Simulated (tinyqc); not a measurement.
Inside a calculation. Model: global model of a low-pressure process discharge: electron temperature, density, ion flux and ion energy. Computed by tinyqc, a small Python program that keeps every step. Command: `OMP_NUM_THREADS=1 python tinyqc.py 3114228 3114229 out.jsonl plasma walk`. One thread of a shared host (Intel(R) Xeon(R) Processor @ 2.30GHz), about 0.01 s of CPU time with the checks. Intermediate numbers are printed to about 5 digits and carried at full precision; extremes and crossings named in words are read from the listed rows.

Maxwellian electrons with temperature T_e in eV, one positive ion, no negative ions, uniform bulk density n; rate constants have the Arrhenius form.

Inputs (values chosen for the exercise, of the order of those of an inductive discharge in a simple atomic gas): ion mass M = 28 u; ionisation prefactor K0 = 5e-14 m^3/s; ionisation energy E_iz = 16.4 eV; excitation prefactor X0 = 1.5e-14 m^3/s; excitation energy E_ex = 9.27 eV; elastic rate constant K_el = 5.4e-14 m^3/s; ion-neutral cross section = 1.1e-18 m^2; pressure p = 1.4 Pa; gas temperature T_g = 300 K; radius R = 22 cm; height L = 8.5 cm; absorbed power P = 160 W; bias power P_b = 100 W; radius of the biased electrode = 15 cm; bias frequency = 0.4 MHz; mixing = 0.3.

Constants: k_B = 1.380649e-23 J/K; e = 1.602176634e-19 C; u = 1.6605390666e-27 kg; m_0 = 9.1093837015e-31 kg; eps_0 = 8.8541878128e-12 F/m.

## Geometry factors

n_g = p/(k_B T_g); lambda_i = 1/(n_g sigma); h_L = 0.86/sqrt(3 + L/(2 lambda_i)), h_R = 0.8/sqrt(4 + R/lambda_i); A_eff = 2 pi R^2 h_L + 2 pi R L h_R; d_eff = pi R^2 L/A_eff.

gas density n_g = 3.3801e+20 1/m^3

ion mean free path = 0.26896 cm

h_L = 0.19833

h_R = 0.086368

A_eff = 704.63 cm^2

d_eff = 18.342 cm

## A fixed-point cycle for T_e

Particle balance: K0 exp(-E_iz/T_e) n_g d_eff = u_B, u_B = sqrt(e T_e/M). Cycle: T_out = T sqrt(loss/creation) with loss/creation = u_B/(K0 exp(-E_iz/T) n_g d_eff); T -> T + mixing (T_out - T), kept between 0.3 and 60 eV, from 3 eV; stop at |T_out - T| < 1e-9 eV or after 60 steps.

Course:
```
step  T (eV)  T_out (eV)  residual (eV)
0     3.0000      1.4864    -1.5136e+00
1     2.5459      1.9713    -5.7460e-01
2     2.3735      2.2818    -9.1698e-02
3     2.3460      2.3418    -4.2273e-03
4     2.3448      2.3446    -1.1310e-04
5     2.3447      2.3447    -2.9245e-06
6     2.3447      2.3447    -7.5548e-08
7     2.3447      2.3447    -1.9516e-09
8     2.3447      2.3447    -5.0414e-11
```

last residual = 5.0414e-11 eV

Converged in 9 steps.

## Electron temperature

Root found by bracketing.

T_e = 2.3447 eV

Bohm velocity u_B = 2842.5 m/s

K_iz = 4.5848e-17 m^3/s

## Energy per pair and density

E_c = E_iz + (X0 exp(-E_ex/T_e) E_ex + K_el (3 m_0/M) T_e)/K_iz; wall potential V_s = (T_e/2) ln(M/(2 pi m_0)); E_T = E_c + 2 T_e + T_e/2 + V_s; n = P/(e u_B A_eff E_T); ion current density J = e h_L n u_B; ionised share n/n_g.

collisional loss per pair E_c = 74.751 eV

wall potential V_s = 10.554 V

E_T = 91.167 eV

plasma density n = 5.4691e+10 1/cm^3

ion current density J = 0.49399 mA/cm^2

ionised share = 1.6181e-04

Collisions take 82 % of the power and the walls the rest. T_e came from the particle balance alone; the power sets only n.

## Biased electrode

All bias power goes to ions: V_b = P_b/(J pi r^2). Debye length at the sheath edge lambda_D = sqrt(eps_0 T_e/(e h_L n)); Child-law sheath s = (sqrt2/3) lambda_D (2 V/T_e)^(3/4), V = V_b + V_s; ion transit time tau_i = 3 s sqrt(M/(2 e V)); collisions in the sheath s/lambda_i.

bias voltage V_b = 286.38 V

lambda_D = 109.30 micrometre

sheath width s = 3.2712 mm

ion transit time = 216.93 ns

transit time over bias period = 0.086773

s/lambda_i = 1.2162

Ions cross within a small part of a period and sample the instantaneous voltage: a broad, two-peaked energy distribution. Many ions collide in the sheath, which lowers their energy and widens their angles.

## Pressure series at fixed power

n_g = p/(k_B T_g), lambda_i = 1/(n_g sigma), K_iz = K0 exp(-E_iz/T_e), h_L = 0.86/sqrt(3 + L/(2 lambda_i)), h_R = 0.8/sqrt(4 + R/lambda_i), A_eff = 2 pi R^2 h_L + 2 pi R L h_R and d_eff = pi R^2 L/A_eff follow p. E_c = E_iz + (X0 exp(-E_ex/T_e) E_ex + K_el (3 m_0/M) T_e)/K_iz; E_T = E_c + (5/2) T_e + (T_e/2) ln(M/(2 pi m_0)); n = P/(e u_B A_eff E_T); J = e h_L n u_B. Pressures without a root below 2 E_iz are left out.

Against pressure:
```
p (Pa)  T_e (eV)  E_c (eV)  E_T (eV)  n (1/cm^3)  J (mA/cm^2)
0.1       5.2166     27.32     63.84  2.3253e+10      0.66853
0.2       3.9880     33.04     60.96  3.2071e+10      0.71445
0.5       3.0161     46.02     67.13  4.3835e+10      0.66230
1.0       2.5311     63.02     80.74  5.1649e+10      0.55605
2.0       2.1735     90.60    105.81  5.7221e+10      0.42668
5.0       1.8276    154.89    167.69  6.0254e+10      0.27025
10.0      1.6304    239.35    250.76  5.9640e+10      0.18095
20.0      1.4716    376.32    386.62  5.7244e+10      0.11744
```

T_e falls from 5.22 to 1.47 eV, n changes by a factor 2.5 and J by 0.18; in J = P h_L/(A_eff E_T), E_T changes by a factor 6.06 and is least at 0.2 Pa, between wall losses at high T_e and excitation losses at low T_e.

Checks made by the program: cycle against bracketing (relative difference below 1e-10).
